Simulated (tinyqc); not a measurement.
Microkinetic model of low-temperature epitaxy from hydride gases: adsorption, hydrogen desorption and rate control: one step, computed by the program tinyqc.

Each hydride molecule needs two free sites and leaves four hydrogen atoms, of which two leave at once as H2; theta is the hydrogen coverage, the site density is 6.78 per nm^2 and one layer is 1.358 angstrom thick.

Task: Rate constants. Flux per site F = p/(sqrt(2 pi M k_B T) x 6.78e18 per m^2), M = 32.12 u (silane), 2.016 u (hydrogen); s = s0 exp(-E_s/(k_B T)); k_S = s F_S = k; k_H = s_H F_H; k_d = nu_d exp(-E_d/(k_B T)). Temperatures in kelvin are T(C) + 273.15.

Inputs (values chosen for the exercise, close to those used for silane on Si(001)):
```
quantity                            value  unit
silane pressure p_S                 0.032    Pa
sticking prefactor of silane s0     0.017     -
adsorption barrier E_s               0.23    eV
desorption prefactor nu_d           1e+12   1/s
desorption energy on silicon E_d     2.08    eV
hydrogen carrier pressure p_H           0    Pa
sticking of hydrogen s_H          7.2e-07     -
temperature T                         630     C
```

Film: silicon. Order of hydrogen desorption: first.

Constants: k_B = 8.617333262e-05 eV/K; u = 1.6605390666e-27 kg; k_B = 1.380649e-23 J/K.

Give: k; k_H; k_d.

Result:

k = 0.06462 1/s

k_H = 0 1/s

k_d = 2.473 1/s
